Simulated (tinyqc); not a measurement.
Van der Pauw, Hall and four-point-probe measurements on a doped layer: one step of the calculation.

A uniform n-type layer with sheet resistance Rs = 1/(q ns mu), point contacts, low field (mu B small).

Task. New z. The van der Pauw equation exp(-pi RA z) + exp(-pi RB z) = 1 is solved for z = 1/Rs: e1 = exp(-pi RA z), e2 = exp(-pi RB z), f = e1 + e2 - 1, f' = -pi (RA e1 + RB e2), z(new) = z - f/f'.

z at the start = 3.4299655 mS
RA = 4.1694783 ohm
RB = 124.48231 ohm

Find: e1; e2; f; f'; z after iteration 1.

Result.

e1 = 0.95607
e2 = 0.26149
f = 0.21755
f' = -0.11478 kohm
z after iteration 1 = 5.3253 mS

Computed by the program tinyqc: `OMP_NUM_THREADS=1 python tinyqc.py 2850213 2850214 out.jsonl`, one thread of a shared Intel Xeon 2.30GHz, about 0.01 s for the whole run.
